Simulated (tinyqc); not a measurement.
# From one set of inputs to another, one input at a time

Model: Rutherford backscattering from a thin compound film on silicon: kinematics, yields, composition and thickness. Computed by tinyqc, a small Python program. Command: `OMP_NUM_THREADS=1 python tinyqc.py 3024096 3024097 out.jsonl rbs ladder`. One thread of a shared host (Intel(R) Xeon(R) Processor @ 2.30GHz), about 0.01 s of CPU time with the checks.

Singly charged helium ions (Z1 = 2, M1 = 4.0026 u) enter at the tilt angle a1 to the normal and leave at a2 = |180 - theta - tilt| in the same plane. The film is A B_x.

The inputs printed are set A. Set A is modelled on a helium beam on HfO2; the values taken over come from a set modelled on a helium beam on NiSi. Inputs not listed in the table keep their values of set A, so the rows need not describe a real material.

Inputs (values chosen for the exercise, modelled on a helium beam on HfO2):
```
quantity                                value           unit
beam energy E0                              2            MeV
scattering angle theta                    160        degrees
tilt of the sample                          7        degrees
heavy element: Z_A                         72              -
heavy element: mass M_A                 178.5              u
heavy element: stopping eps_A at 2 MeV    116  1e-15 eV cm^2
light element: Z_B                          8              -
light element: mass M_B                    16              u
light element: stopping eps_B at 2 MeV   34.8  1e-15 eV cm^2
atoms of B per atom of A, x              1.97              -
atomic density of the film               84.4         1/nm^3
film thickness d                           26             nm
collected charge                           33   microcoulomb
detector solid angle                      4.6            msr
detector resolution (FWHM)                 14            keV
```

Constants: e^2/(4 pi eps_0) = 14.39964548 eV angstrom; e = 1.602176634e-19 C.

Method:
- Kinematic factor K = [(sqrt(M^2 - M1^2 sin^2 theta) + M1 cos theta)/(M + M1)]^2.
- Surface edges lie at K E0; substrate silicon has M = 28.09 u. Mass resolution at M_A = resolution/(E0 dK/dM).
- Stopping per atom eps(E) = eps(2 MeV) (E/2 MeV)^(-0.4) (a law chosen for the exercise); Bragg rule eps_film = (eps_A + x eps_B)/(1 + x); areal density N d, with 1/nm^2 = 0.1 x 1e15/cm^2.
- Width of the signal of element i: [K_i eps(E0)/cos a1 + eps(K_i E0)/cos a2] N d; depth resolution = resolution x d/width of A; energy lost on the way in = eps(E0) N d/cos a1.
- Rutherford cross section in the laboratory frame: sigma = (Z1 Z e^2/(4 pi eps_0 4E))^2 (4/sin^4 theta) (r + cos theta)^2/r, r = sqrt(1 - (M1 sin theta/M)^2), times the screening factor 1 - 0.049 Z1 Z^(4/3)/E (E in keV); 1 angstrom^2 = 1e8 barn.
- Counts = (charge/e) x solid angle x sigma(E_mean) x areal density of the element/cos a1, E_mean = E0 - half the energy lost on the way in; 1 barn = 1e-24 cm^2. The ratio of areas returns x = (Y_B/Y_A)(sigma_A/sigma_B), with the counting error sqrt(1/Y_A + 1/Y_B).

Each row keeps all changes above it:
```
input moved                                             from    to  depth resolution (nm)  ratio of areas Y_B/Y_A  counting error of x without background (%)
set A                                                      -     -                 13.440                0.021857                                      0.9677
atomic density of the film (1/nm^3)                     84.4  83.1                 13.650                0.021857                                      0.9752
light element: stopping eps_B at 2 MeV (1e-15 eV cm^2)  34.8  47.4                 12.032                0.021858                                      0.9748
beam energy E0 (MeV)                                       2   1.5                 10.724                0.021962                                      0.7298
scattering angle theta (degrees)                         160   150                 10.390                0.022156                                      0.6991
atoms of B per atom of A, x                             1.97  0.98                  8.928                0.011022                                      0.8041
film thickness d (nm)                                     26    14                  8.928                0.011021                                      1.0992
heavy element: stopping eps_A at 2 MeV (1e-15 eV cm^2)   116  73.9                 12.051                0.011021                                      1.1002
```

Which inputs carry the difference?

Depth resolution goes from 13.4 to 12.1, a factor 0.897 in all. The largest single move comes from heavy element: stopping eps_A at 2 MeV (a factor 1.35), but it runs against the net change; the largest move in the direction of the net change is atoms of B per atom of A, x (a factor 0.859). Ratio of areas Y_B/Y_A goes from 0.0219 to 0.0110, a factor 0.504 in all. The largest single move comes from atoms of B per atom of A, x (a factor 0.497). Counting error of x without background goes from 0.968 to 1.10, a factor 1.14 in all. The largest single move comes from film thickness d (a factor 1.37), and beam energy E0 works against it (a factor 0.749). The single moves hold for this order of the switches; the total does not depend on the order.

Extremes, crossings and ranges named in words are read from the listed rows.
